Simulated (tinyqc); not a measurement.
Gain factor and gap resistance from two string resistances.

Question. At small bit-line voltage each of the 64 cells has the resistance 1/(K x) at overdrive x (no mobility reduction) in series with a gap resistance Rg. Find K, Rg and the share of the gaps at the higher overdrive.

resistance of a string of 64 equal cells at overdrives of 4 and 7.3 V (kohm): 1999.4667  1246.0420

Answer. The resistance per cell is a straight line in 1/x with slope 1/K and intercept Rg.

K = 9.60 uA/V^2
Rg = 5.20 kohm
share of the gaps = 26.7 %

tinyqc, about 0.9 s, one thread, Intel Xeon 2.30GHz (shared host): `OMP_NUM_THREADS=1 python tinyqc.py 2142213 2142214 out.jsonl`
